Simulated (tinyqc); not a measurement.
Worked calculation: Weaire-Thorpe hybrids on a Bethe lattice: gap and dangling bond of an amorphous tetrahedral solid. Values are carried at full precision from step to step, so a last printed digit may differ when a step is redone from the rounded ones.

Four sp3 hybrids an atom at energy 0, coupled by -V1 on the atom and by -V2 along a bond; the bonds form a tree (no rings). For any network the gap runs at least from -V2 + V1 to V2 - 3 V1, and p-like states pile up at -V2 + V1 and V2 + V1. On the tree the gap is wider: it ends at Ec = -V1 + sqrt(V2^2 + 4 V1^2 - 2 sqrt3 V1 V2), which makes it well wider than the gaps of the real glasses. A branch seen from a hybrid has the self-energy S = V2^2 g, where g is the Green function of the hybrid across the bond, whose three partners carry S themselves. With a = z - V1, b = a - S: g = 1/(a + V1 b/(b + 3 V1)), z = E + i eta. A full atom has G = (1/b)(b + 3 V1)/(b + 4 V1) per hybrid; a dangling hybrid with shift dh has G = 1/(1/g - dh).

Inputs chosen for the exercise (of the size of tabulated hybrid energies for tetrahedral carbon; the results hold for these values, not for the real material):
```
symbol  value  unit  meaning
V1      2.15   eV    coupling of two hybrids on one atom
V2      10.74  eV    coupling of the two hybrids of a bond
E       -5.62  eV    energy
eta     0.02   eV    broadening
dh      -1.7   eV    shift of the dangling hybrid (rehybridisation)
```

## Edges

Bounds -V2 + V1 and V2 - 3 V1. On the tree the s-like bands are narrower: E = -V1 -/+ sqrt(V2^2 + 4 V1^2 + V1 V2 e) with e from -2 sqrt3 to 2 sqrt3 (for a crystal, -4 to 4), so the conduction edge is -V1 + sqrt(V2^2 + 4 V1^2 - 2 sqrt3 V1 V2).

edges (eV): Ev -8.5900, Ec(bound) 4.2900, Ec(tree) 5.1881

gaps (eV): (bound, reached in the crystal) 12.8800, (tree) 13.7781

The gap needs no periodicity, only V2 > 2 V1 (here V2/V1 = 4.995); leaving out rings widens it by 0.898 eV. Two parameters overstate the gap of carbon more than twofold (diamond has 5.5 eV).

## The self-energy at one energy

S = V2^2 g is a quadratic A S^2 + B S + C = 0 with A = a + V1, B = -(a (a + 4 V1) + V2^2), C = V2^2 (a + 3 V1), a = z - V1. Of the two roots take the one with Im S < 0 (if both qualify, the decaying one, with the smaller |V1 V2 g/(b + 3 V1)|).

A, B, C: -5.6200+0.0200i  -108.8981+0.1388i  -152.2588+2.3070i

roots (eV): -1.5169+0.0233i  -17.8598-0.0676i

S = -17.8598-0.0676i eV

## Densities at that energy

With z = E + i eta, b = z - V1 - S: full atom G = (b + 3 V1)/(b (b + 4 V1)); g = S/V2^2; dangling hybrid 1/(1/g - dh); densities -Im G/pi.

G (1/eV): (bulk) 0.0877-0.0007i, (dangling with dh = 0) -0.1548-0.0006i, (dangling with dh) -0.2101-0.0011i
densities (1/eV): (bulk) 0.0002, (dangling with dh = 0) 0.0002, (dangling with dh) 0.0003

## The dangling-bond level

For eta = 0 the level solves 1/g(E) = dh inside the gap (bisection); its weight on the dangling hybrid is 1/(d(1/g)/dE), by central differences with step 1e-5 eV.

level = -1.5037 eV
above Ev = 7.0863 eV
weight on the dangling hybrid = 0.887

The level lies at 51 % of the gap of the tree; 11 % of it spreads over the back bonds.

## Checks

- Conduction edge from the formula against the zero of the discriminant: both 5.18812.
- S from the quadratic against damped iteration of S = V2^2 g: both -17.85981.

Program tinyqc; command `OMP_NUM_THREADS=1 python tinyqc.py 1480280 1480281 out.jsonl`; about 0.04 s on one thread of a shared Intel(R) Xeon(R) Processor @ 2.30GHz.
